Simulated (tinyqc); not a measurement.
# One electron in a tunnel-coupled double dot: charge qubit, sensing and quantum capacitance: several studies

Basis (left, right), H = [[ep/2, tc], [tc, -ep/2]], splitting Om = sqrt(ep^2 + 4 tc^2), ep = al times the gate voltage. In equilibrium the electron is on the right with the chance P_R = [1 + (ep/Om) tanh(Om/2 kB T)]/2.

Parameters, values chosen for the exercise: tunnel coupling tc = 7.8 ueV; electron temperature T = 0.16 K; lever arm of the gate on the detuning al = 0.6 eV/V; resonator frequency f0 = 262 MHz; deviation of quasi-static detuning noise se = 1.1 ueV.

Constants: q = 1.602176634e-19 C, kB = 1.380649e-23 J/K, hbar = 1.054571817e-34 J s, h = 6.62607015e-34 J s, Vt = kB T/q. Results are converted to the units shown.

Each table varies one quantity; the others keep the values above.

## Peak signal against tunnel coupling

At ep = 0: q^2 al^2 dP_R/d(ep) splits into Cq = q^2 al^2 (2 tc^2/Om^3) tanh(Om/2 kB T) and Ct = q^2 al^2 (ep/Om)^2/(4 kB T cosh^2(Om/2 kB T)); Ct appears only if relaxation is faster than the drive. A resonator of frequency f0, capacitance Cp and quality factor Q shifts by df = -f0 Cq/(2 Cp) and its phase by -2 Q Cq/Cp. The slope dP_R/d(ep) there is tanh(tc/kB T)/(4 tc).

Peak signal against tunnel coupling:
```
tc (ueV)  tc/kB T  Cq (aF)  slope (1/ueV)  2 tc/h (GHz)
1.7        0.1233     1041        0.01804        0.8221
3          0.2176     1030        0.01785         1.451
5.2        0.3771    998.9        0.01732         2.515
9          0.6528    918.9        0.01593         4.352
16          1.160    740.1        0.01283         7.738
27          1.958    513.2       0.008898         13.06
47          3.409    306.1       0.005308         22.73
81          5.875    178.0       0.003086         39.17
140         10.15    103.0       0.001786         67.70
240         17.41    60.08       0.001042         116.1
```

The peak Cq falls from 1040 to 60.1 aF: it levels off at q^2 al^2/(4 kB T) = 1050 aF for weak coupling and goes as tc^(-1.00) between the last two rows. Below tc of about kB T the slope measures temperature rather than coupling.

## Line shape against detuning

q^2 al^2 dP_R/d(ep) splits into Cq = q^2 al^2 (2 tc^2/Om^3) tanh(Om/2 kB T) and Ct = q^2 al^2 (ep/Om)^2/(4 kB T cosh^2(Om/2 kB T)); Ct appears only if relaxation is faster than the drive. A Ct of 0 means below 1e-6 aF.

Line shape against detuning:
```
ep (ueV)  Om (ueV)     P_R  Cq (aF)  Ct (aF)
0            15.60  0.5000    946.9        0
9.7          18.37  0.6538    659.4    192.7
19.3         24.82  0.7785    328.9    308.0
29           32.93  0.8663    163.5    249.8
38.6         41.63  0.9204    88.20    159.6
48.3         50.76  0.9524    51.03    90.79
57.9         59.96  0.9705    31.72    49.11
67.6         69.38  0.9809    20.75    25.59
77.2         78.76  0.9869    14.27    13.20
86.9         88.29  0.9905    10.16    6.688
96.5         97.75  0.9928    7.501    3.392
```

What does the comparison show?

Cq falls from 947 to 7.50 aF, and Ct goes from 0 through a maximum of 308 (at ep = 19.3 ueV among the rows listed) to 3.39 aF. Among the rows listed Ct reaches at most 32.5 % of the peak of Cq, with tc/kB T = 0.57: heat populates the upper level, lowers Cq and adds side lobes.

## Coherence against detuning

Noise in ep shifts Om by (ep/Om) d + (2 tc^2/Om^3) d^2. For Gaussian d of deviation se the spread of Om is sqrt[(ep se/Om)^2 + 2 (2 tc^2 se^2/Om^3)^2], and T2* is estimated as sqrt(2) hbar/spread; Om T2*/h counts the oscillations within T2*.

Coherence against detuning:
```
ep (ueV)  Om (ueV)  T2* (ns)  oscillations within T2*
0           15.600    16.972                   64.020
0.39        15.605    15.184                   57.293
0.78        15.619    12.014                   45.375
1.6         15.682    7.4741                   28.341
3.1         15.905    4.2205                   16.231
6.2         16.787    2.2779                   9.2461
12          19.681    1.3868                   6.5996
23          27.791    1.0225                   6.8708
47          49.521   0.89162                   10.676
```

T2* falls from 17.0 to 0.892 ns, towards sqrt(2) hbar/se = 0.846 ns far from the anticrossing; the first row is 19.0 times the last. First and second order are equal near ep = sqrt(2) se/2 = 0.778 ueV.

tinyqc, about 0.01 s, one thread, Intel Xeon 2.30GHz (shared host): `OMP_NUM_THREADS=1 python tinyqc.py 2470039 2470040 out.jsonl`
